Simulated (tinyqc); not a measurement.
# On-chip interconnect, size-dependent resistivity and RC delay: what changes with what

A rectangular line between two neighbours and two ground planes. Surface and grain-boundary scattering are added to the bulk resistivity as corrections; capacitances are parallel-plate values without fringing; inductance is ignored.

Parameters, values chosen for the exercise; metal values close to those of copper:
```
symbol,value,unit,meaning
rho0,1.68,uohm cm,bulk resistivity
lam,40.3,nm,bulk mean free path
ps,0,,specular share of surface scattering
Rg,0.42,,reflection coefficient of grain boundaries
gr,1.5,,grain size over the metal width
wd,100,nm,drawn line width
AR,1.9,,"aspect ratio, height over width"
tl,2.4,nm,"liner on both walls and the bottom, not conducting"
sp,150,nm,space to the neighbouring lines
hd,190,nm,dielectric height to the planes above and below
ek,2.7,,relative permittivity of the dielectric
Mf,1,,Miller factor of the neighbours
Lw,13,um,line length
Rd,9100,ohm,driver resistance
Cl,0.24,fF,load capacitance
rho2,4.6,uohm cm,bulk resistivity of the second metal (close to rhodium)
lam2,7.02,nm,mean free path of the second metal
tl2,0.2,nm,liner of the second metal
```

Constants: eps0 = 8.8541878128e-12 F/m. Results are converted to the units shown.

Each table varies one quantity; the others keep the values above.

## Delay against the reflection coefficient of grain boundaries

Metal width x = wd - 2 tl, height y = AR wd - tl; grain boundaries (Mayadas-Shatzkes): al = (lam/(gr x)) Rg/(1 - Rg), g = 1/[1 - 3 al/2 + 3 al^2 - 3 al^3 ln(1 + 1/al)] - 1; surfaces (Fuchs-Sondheimer, thick limit): s = (3/8) lam (1 - ps)(1/x + 1/y); rho = rho0 (1 + g + s); r = rho/(x y); c = eps0 ek (2 wd/hd + 2 Mf AR wd/sp). Elmore delay tE = Rd (c Lw + Cl) + r Lw (c Lw/2 + Cl); t50 is the time at which the far end of a ladder of 30 pi sections (half capacitances at both ends, Cl at the far end, a step applied through Rd) reaches half the step; line share r Lw/(Rd + r Lw); estimate 0.69 Rd (c Lw + Cl) + 0.38 r c Lw^2 + 0.69 r Lw Cl.

The same in every row: c (fF/um) = 0.08573.

Delay against the reflection coefficient of grain boundaries:
```
Rg    rho (uohm cm)  r (ohm/um)  tE (ps)  t50 (ps)  estimate (ps)  line share of the resistance (%)
0.05          2.119       1.187    12.34     8.553          8.514                            0.1692
0.15          2.205       1.235    12.34     8.554          8.514                            0.1761
0.25          2.313       1.295    12.34     8.554          8.515                            0.1846
0.35          2.451       1.372    12.34     8.555          8.515                            0.1957
0.45          2.637       1.476    12.34     8.555          8.516                            0.2105
0.55          2.902       1.625    12.34     8.557          8.517                            0.2316
0.65          3.314       1.856    12.34     8.559          8.519                            0.2644
0.75          4.049       2.267    12.35     8.562          8.522                            0.3228
```

What does the table show?

As Rg goes from 0.05 to 0.75, r rises from 1.19 to 2.27 ohm/um, c stays at 0.0857 fF/um and t50 stays near 8.56 ps. t50/tE stays at 0.693, and the estimate is within 0.47 % of t50.

## Two metals against line width

Metal width x = wd - 2 tl, height y = AR wd - tl; grain boundaries (Mayadas-Shatzkes): al = (lam/(gr x)) Rg/(1 - Rg), g = 1/[1 - 3 al/2 + 3 al^2 - 3 al^3 ln(1 + 1/al)] - 1; surfaces (Fuchs-Sondheimer, thick limit): s = (3/8) lam (1 - ps)(1/x + 1/y); rho = rho0 (1 + g + s); r = rho/(x y). The second metal has rho2, lam2 and tl2 in place of rho0, lam and tl; ps, Rg, gr and AR are shared.

Two metals against line width:
```
wd (nm)  rho, first (uohm cm)  rho, second (uohm cm)  r, first (ohm/um)  r, second (ohm/um)  ratio second/first
8                      25.319                 9.8835             6181.5              866.98             0.14025
10                     16.571                 8.8020             1919.7              487.70             0.25405
13                     11.321                 7.8175             619.13              253.24             0.40903
17                     8.2672                 7.0537             226.63              132.37             0.58409
22                     6.4117                 6.4934             94.613              72.265             0.76379
30                     4.9502                 5.9877             35.977              35.614             0.98991
45                     3.7573                 5.5254             11.247              14.524              1.2913
70                     2.9759                 5.1954             3.4948              5.6210              1.6084
120                    2.4217                 4.9478            0.93183              1.8160              1.9489
```

The resistivity of the first metal falls from 25.3 to 2.42 uohm cm and that of the second goes from 9.88 to 4.95 uohm cm as the line widens. The products rho0 lam, which set the size effect, are 67.7 and 32.3 uohm cm nm. The two resistances cross at wd = 30.4 nm: below it the second metal gives the lower line resistance. For widths well under the mean free path the thick-limit surface term is only a guide.

Numbers from tinyqc (`OMP_NUM_THREADS=1 python tinyqc.py 2100128 2100129 out.jsonl`; about 0.01 s on one thread of a shared Intel Xeon 2.30GHz).
